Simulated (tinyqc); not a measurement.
Inside a calculation. Method: lattice vibrations of a chain. One step of it, computed by the program tinyqc.

Problem. Dynamical matrix at q = 0.4. q is in units of 2 pi/a. A spring k from atom i to atom j, n cells on, adds k to Phi_ii and Phi_jj, -k exp(2 pi i q n) to Phi_ij and the conjugate to Phi_ji (for one atom a cell: 2k (1 - cos 2 pi q n)); D_ij = Phi_ij / sqrt(m_i m_j).

A chain moving along its axis:
```
atom                mass (u)  spring to the next atom (eV/angstrom^2)
1                  25.300000                                12.500000
2                   3.100000                                19.200000
second neighbours          -                                 0.900000
```

Give: D(q).

Solution.

D(q) (eV/(angstrom^2 u)):
```
              1             2
1         1.382  0.342+1.274i
2  0.342-1.274i        11.276
```
